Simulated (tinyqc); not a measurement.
Long-channel MOSFET, surface-potential model: one step of the calculation.

n-channel transistor on a uniformly doped p-type body, gradual-channel approximation, constant mobility, Boltzmann statistics, full ionisation. Potentials are counted from the neutral body; V is the electron quasi-Fermi potential, Vsb at the source and Vsb + Vds at the drain. Charges are magnitudes per area.

Question. Body potential, insulator capacitance and body factor. ni = sqrt(Nc Nv) exp(-Eg/(2 Vt)), Eg in volts; phiF = Vt ln(Na/ni); Cox = eps0 eox/tox; gamma = sqrt(2 q eps0 eps_r Na)/Cox. VT = Vfb + 2 phiF + gamma sqrt(2 phiF + Vsb), m = 1 + gamma/(2 sqrt(2 phiF + Vsb)).

Parameters, values chosen for the exercise; material values close to those of silicon:
```
symbol    value   unit                                      meaning
T           300      K                                  temperature
Eg         1.13     eV                                     band gap
eps_r      11.9          relative permittivity of the semiconductor
Nc       2.8e19  cm^-3       conduction-band density of states at T
Nv      2.63e19  cm^-3          valence-band density of states at T
Na       1.6e16  cm^-3                 acceptor density of the body
eox        3.71         relative permittivity of the gate insulator
tox           9     nm                          insulator thickness
Vfb       -0.81      V                            flat-band voltage
Vsb           0      V                     source-body reverse bias
```

Constants: q = 1.602176634e-19 C, kB = 1.380649e-23 J/K, Vt = kB T/q, eps0 = 8.8541878128e-14 F/cm where lengths are in cm. Results are converted to the units shown.

Wanted: ni; phiF; Cox; gamma; VT; m.

Answer.

ni = 8.7493e9 cm^-3
phiF = 0.37276 V
Cox = 0.36499 uF/cm^2
gamma = 0.20137 V^0.5
VT = 0.10940 V
m = 1.1166

Computed by the program tinyqc: `OMP_NUM_THREADS=1 python tinyqc.py 2360054 2360055 out.jsonl`, one thread of a shared Intel Xeon 2.30GHz, about 0.05 s for the whole run.
